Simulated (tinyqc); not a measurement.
Inside a calculation. Method: Hubbard ring of 3 sites. One step of it, computed by the program tinyqc.

Problem. The many-body Hamiltonian. Basis: all placements (u, d, 2, 0 on each site), up operators ordered before down ones; hops carry the sign of the same-spin electrons passed.

one-body matrix (hopping and site energies) (eV), order 1, 2, 3:
$$\begin{pmatrix}
0.000000 & -1.230000 & -1.230000 \\
-1.230000 & 0.000000 & -1.230000 \\
-1.230000 & -1.230000 & 0.000000
\end{pmatrix}$$

U = 1.400000 eV

electrons, up and down: [2, 1]

Give: H.

Solution.

H (eV):
```
        2u0     u20     uud     20u     udu     u02     duu     02u
2u0   1.400  -1.230  -1.230  -1.230   0.000   0.000   1.230   0.000
u20  -1.230   1.400  -1.230   0.000  -1.230   0.000   0.000   1.230
uud  -1.230  -1.230   0.000   0.000   0.000  -1.230   0.000   0.000
20u  -1.230   0.000   0.000   1.400  -1.230  -1.230  -1.230   0.000
udu   0.000  -1.230   0.000  -1.230   0.000  -1.230   0.000  -1.230
u02   0.000   0.000  -1.230  -1.230  -1.230   1.400   0.000   0.000
duu   1.230   0.000   0.000  -1.230   0.000   0.000   0.000  -1.230
02u   0.000   1.230   0.000   0.000  -1.230   0.000  -1.230   1.400
0u2   0.000   0.000   1.230   0.000   0.000  -1.230  -1.230  -1.230

        0u2
2u0   0.000
u20   0.000
uud   1.230
20u   0.000
udu   0.000
u02  -1.230
duu  -1.230
02u  -1.230
0u2   1.400
```
